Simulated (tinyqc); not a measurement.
Inside a calculation. Method: lattice vibrations of a chain. One step of it, computed by the program tinyqc.

Problem. Dynamical matrix at q = 0.47. q is in units of 2 pi/a. A spring k from atom i to atom j, n cells on, adds k to Phi_ii and Phi_jj, -k exp(2 pi i q n) to Phi_ij and the conjugate to Phi_ji (for one atom a cell: 2k (1 - cos 2 pi q n)); D_ij = Phi_ij / sqrt(m_i m_j).

A chain moving along its axis:
```
atom   mass (u)  spring to the next atom (eV/angstrom^2)
1     29.800000                                27.300000
2     42.300000                                29.100000
3     81.500000                                 9.200000
4     83.500000                                29.700000
```

Give: D(q).

Solution.

D(q) (eV/(angstrom^2 u)):
```
                1        2        3               4
1          1.9128  -0.7689   0.0000  0.5848+0.1116i
2         -0.7689   1.3333  -0.4956          0.0000
3          0.0000  -0.4956   0.4699         -0.1115
4  0.5848-0.1116i   0.0000  -0.1115          0.4659
```
